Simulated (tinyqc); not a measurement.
Closing and inverting the gap: three-level Kane dispersion of a narrow-gap semiconductor.

Zero of energy at Gamma8, c = hbar^2/2m0, P^2 = Ep c. The free-electron term and remote bands are left out, so the heavy holes are flat at E = 0 and the other three bands obey E (E - Eg)(E + Dso) = P^2 k^2 (E + 2 Dso/3). The conduction band is the highest root; its edge is Ec = max(Eg, 0).

Constants: hbar^2/2m0 = 3.80998211 eV angstrom^2.

Parameters, chosen for this exercise (out of a larger set: near those of InSb; not measured data): Dso = 0.78 eV (spin-orbit splitting); Ep = 23.3 eV (Kane energy); k = 0.024 1/angstrom (wave vector).

Eg is varied at fixed k, Dso and Ep. Edge mass: Eg (Eg + Dso)/(Ep (Eg + 2 Dso/3)) for Eg > 0, 3 |Eg|/(2 Ep) for Eg < 0. The Gamma6 weight of the conduction state is 1/(1 + P^2 k^2 [(2/3)/E^2 + (1/3)/(E + Dso)^2]).

Results:

| Eg (eV) | m0* | highest root (eV) | middle (eV) | lowest (eV) | E - Ec (meV) | Gamma6 weight |
|---|---|---|---|---|---|---|
| -0.400 | 0.02575 | 0.0749 | -0.4304 | -0.8245 | 74.9 | 0.141 |
| -0.200 | 0.01288 | 0.1151 | -0.2851 | -0.8100 | 115.1 | 0.278 |
| -0.080 | 0.00515 | 0.1563 | -0.2113 | -0.8050 | 156.3 | 0.414 |
| 0.020 | 0.00127 | 0.2042 | -0.1624 | -0.8019 | 184.2 | 0.545 |
| 0.080 | 0.00492 | 0.2392 | -0.1389 | -0.8003 | 159.2 | 0.620 |
| 0.200 | 0.01168 | 0.3215 | -0.1037 | -0.7978 | 121.5 | 0.744 |
| 0.400 | 0.02202 | 0.4839 | -0.0691 | -0.7948 | 83.9 | 0.865 |

Give the missing row, Eg (eV) = -0.020.

Computed row:
```
Eg (eV)      m0*  highest root (eV)  middle (eV)  lowest (eV)  E - Ec (meV)  Gamma6 weight
-0.020   0.00129             0.1835      -0.1805      -0.8030         183.5          0.492
```

The edge mass vanishes with |Eg| from both sides, yet the kinetic energy at this k stays finite, at most 184.2 meV in the table; at Eg = 0 the two-level form, without the split-off band, gives the linear value sqrt(2/3) P k = 184.6 meV. The Gamma6 weight of the conduction state goes smoothly from 0.14 to 0.86 and is 0.49 and 0.54 in the two rows next to Eg = 0: at finite k nothing jumps at the inversion.

tinyqc: `OMP_NUM_THREADS=1 python tinyqc.py 1081307 1081308 out.jsonl`; about 0.01 s, one thread, shared Intel(R) Xeon(R) Processor @ 2.30GHz.
